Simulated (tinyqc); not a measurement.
# Inductance and parasitic capacitance from two readings

Inverse problem. A loss-free coil L in parallel with C shows the apparent inductance L/(1 - w^2 L C), w = 2 pi f. Find L, C and the self-resonance 1/(2 pi sqrt(L C)).

apparent inductance at 8.4 and 13 GHz (nH): [1.0597887, 1.9376232]

Answer. The inverse of the reading is 1/L - w^2 C, a straight line in w^2.

L = 0.800 nH
C = 110 fF
self-resonance = 17.0 GHz

Computed by the program tinyqc: `OMP_NUM_THREADS=1 python tinyqc.py 2302117 2302118 out.jsonl`, one thread of a shared Intel Xeon 2.30GHz, about 0.01 s for the whole run.
